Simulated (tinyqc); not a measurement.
# Worked calculation: Schottky diode by thermionic emission with image-force lowering and series resistance

Program tinyqc, `OMP_NUM_THREADS=1 python tinyqc.py 2640110 2640111 out.jsonl`; Intel Xeon 2.30GHz, shared host, one thread, about 0.01 s. Printed values are rounded.

Metal on an n-type semiconductor with one parabolic valley; V > 0 is forward bias (metal positive). I = I0 [exp(Vj/(n Vt)) - 1] with Vj = V - I Rs; I0 = S A* T^2 exp(-(phi - dphi)/Vt), the lowering dphi taken at zero bias.

Inputs (values chosen for the exercise); band and dielectric values close to those of In0.53Ga0.47As:
```
symbol   value   unit                             meaning
T          250      K                         temperature
me      0.0409     m0                       electron mass
eps_r     14.2                      relative permittivity
phi       0.35     eV  barrier height seen from the metal
Nd      1.3e16  cm^-3                       donor density
S       9.9e-5   cm^2                                area
n          1.1                            ideality factor
Rs           1    ohm                   series resistance
V         0.43      V                        applied bias
```

Constants: q = 1.602176634e-19 C, kB = 1.380649e-23 J/K, h = 6.62607015e-34 J s, m0 = 9.1093837015e-31 kg, Vt = kB T/q, eps0 = 8.8541878128e-14 F/cm where lengths are in cm. Results are converted to the units shown.

Range of the model: At the applied forward bias V the junction voltage comes within 3 Vt of Vbi (or passes it), where the depletion layer is gone and the emission formula overstates the current.

## Saturation current

A* = 4 pi q me m0 kB^2/h^3 (times 1e-4 for A/(cm^2 K^2)); Nc = 2 (2 pi me m0 kB T/h^2)^1.5 (times 1e-6 for cm^-3); xi = Vt ln(Nc/Nd), Vbi = phi - xi; surface field Em = sqrt(2 q Nd (Vbi - V - Vt)/(eps0 eps_r)); dphi = sqrt(q Em/(4 pi eps0 eps_r)). Here V = 0 in Em.

A* = 4.91509 A/(cm^2 K^2)
Nc = 1.57901e17 cm^-3
Vbi = 0.296206 V
Em = 30.1664 kV/cm
dphi = 17.4901 meV
I0 = 6.02480e-6 A

The lowering raises I0 by a factor of 2.25.

## Iteration 1: junction voltage

Vj at the start = 0.17 V

Newton step for g(Vj) = Vj + Rs I0 [exp(Vj/(n Vt)) - 1] - V = 0: Vj(new) = Vj - g/g', g' = 1 + Rs I0 exp(Vj/(n Vt))/(n Vt).

Vj after iteration 1 = 0.359342 V

## Iteration 2: junction voltage

As before.

Vj after iteration 2 = 0.335741 V

## Course of the iteration

Stop when Vj changes by less than 1e-10 V, or after 50 iterations.

Course of the iteration:
```
iteration    Vj (V)  change (V)
1          0.359342       0.189
2          0.335741      0.0236
3          0.312369      0.0234
4          0.289711      0.0227
5          0.269117      0.0206
6          0.253538      0.0156
7          0.246162     7.38e-3
8          0.244898     1.26e-3
9          0.244867     3.09e-5
10         0.244867     1.79e-8
11         0.244867     < 1e-13
```

Converged in 11 iterations.

## Current and small-signal resistance

converged Vj = 0.244867 V

I = I0 [exp(Vj/(n Vt)) - 1], dV/dI = Rs + n Vt/(I + I0).

I = 185.133 mA
drop over Rs = 0.185133 V
dV/dI = 1.12800 ohm
